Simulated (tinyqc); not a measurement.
What grading buys: minority-electron transport through the base of a bipolar transistor (Moll-Ross and Kroemer integrals). Computed by tinyqc, a small Python program. Command: `OMP_NUM_THREADS=1 python tinyqc.py 3025809 3025810 out.jsonl base walk`. One thread of a shared host (Intel(R) Xeon(R) Processor @ 2.30GHz), about 0.01 s of CPU time with the checks.

Low injection, one dimension, x from the emitter edge (0) to the collector edge (W), s = x/W. Recombination is treated as a small correction (valid for tau_B well below tau_n), computed from the stored charge.

Inputs (values chosen for the exercise, modelled on GaAs):
```
quantity                               value        unit
base doping at the emitter edge N_0  1.6e+19      1/cm^3
base width W                              30          nm
mu_min                                   930  cm^2/(V s)
mu_max                                  6860  cm^2/(V s)
N_ref                                1.3e+17      1/cm^3
saturation velocity v_s                    1    1e7 cm/s
temperature T                            300           K
doping ratio N_0/N(W)                     68           -
```

Base doping profile: exponential. Gap grading: none. Exit of the base: saturation velocity.

Constants: k_B = 8.617333262e-05 eV/K.

Method. N(x) = N_0 (ratio)^(-s); n_i(x)^2 = n_i^2 exp(s dE_g/k_B T); D(x) = (k_B T/e) mu, mu = mu_min + (mu_max - mu_min)/(1 + (N/N_ref)^0.7). With y(x) = N n_i^2/(D n_i(x)^2): base Gummel number G_B = int_0^W y dx + N(W) n_i^2/(v_s n_i(W)^2); J_C = e n_i^2 exp(e V_BE/k_B T)/G_B; n(x) = (J_C/e)(n_i(x)^2/(N n_i^2)) [int_x^W y dx + the same exit term]; transit time tau_B = (e/J_C) int n dx; trapezoid rule on 401 even points.

The same base with other gradings:
```
dE_g (meV)  dE_g/k_B T  G_B (s/cm^4)  J_C gain  tau_B (ps)  speed gain
0                0.000    3.5397e+11    1.0000     0.10401      1.0000
25               0.967    2.8789e+11    1.2296     0.08701      1.1954
50               1.934    2.4423e+11    1.4493     0.07467      1.3930
75               2.901    2.1294e+11    1.6623     0.06535      1.5916
100              3.868    1.8914e+11    1.8714     0.05809      1.7906
150              5.802    1.5490e+11    2.2851     0.04752      2.1888
200              7.736    1.3122e+11    2.6976     0.04020      2.5871
300             11.605    1.0045e+11    3.5238     0.03074      3.3833
```

What follows from these numbers?

At 100 meV J_C rises by a factor 1.87 and the transit is 1.79 times faster; at 300 meV the factors are 3.52 and 3.38. For a uniform base without exit term both tend to be linear in dE_g/k_B T, J_C as x/(1 - exp(-x)) and the speed as x/2. From 0 meV on the mean velocity W/tau_B exceeds v_s, so those speed gains are overstated.
